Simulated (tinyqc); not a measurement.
## Gap voltage and exponent from three temperatures

Question. At constant current VBE(T) = Vg0 - a T - eta (kB T/q) ln T, where a is a constant. Find Vg0, eta and dVBE/dT at the middle temperature.

Constants: q = 1.602176634e-19 C, kB = 1.380649e-23 J/K. Results are converted to the units shown.

T (K): 273  300  360
VBE at a constant current (V): 0.6725262457  0.6136190759  0.4798842874

Solution. The relation is linear in Vg0, a and eta, so three points give a linear system; the slope is (VBE - Vg0 - eta kB T/q)/T. eta rests on the curvature of VBE(T) alone, so real fits need accuracy of some tens of microvolts or better.

Vg0 = 1.17 V
eta = 3.90
dVBE/dT = -2.20 mV/K

tinyqc, about 0.02 s, one thread, Intel Xeon 2.30GHz (shared host): `OMP_NUM_THREADS=1 python tinyqc.py 2062051 2062052 out.jsonl`
